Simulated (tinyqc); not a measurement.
# Film and buried-oxide thickness from two coupling ratios

Inverse problem. In a depleted film -dVT/dVb is k1 = Cs Cbox/(Cox (Cs + Cbox)) for a front channel and k2 = Cbox (Cox + Cs)/(Cox Cs) for a back channel, with Cox = eps0 eox/tox, Cs = eps0 eps_r/ts, Cbox = 3.9 eps0/tb. Find ts and tb.

Values chosen for this exercise; band and dielectric values close to those of silicon: relative permittivity eps_r = 11.7; relative permittivity of the gate insulator (close to silicon dioxide) eox = 3.9; insulator thickness tox = 4.3 nm.

coupling ratios for a front and a back channel: 0.11335677  0.17314815

Answer. With y = Cox/Cs and z = Cox/Cbox, 1/k1 = y + z and k2 = (1 + y)/z, so y = (k2/k1 - 1)/(1 + k2); the thicknesses follow from y and z.

ts = 5.80 nm
tb = 36.0 nm

Numbers from tinyqc (`OMP_NUM_THREADS=1 python tinyqc.py 2190129 2190130 out.jsonl`; about 0.5 s on one thread of a shared Intel Xeon 2.30GHz).
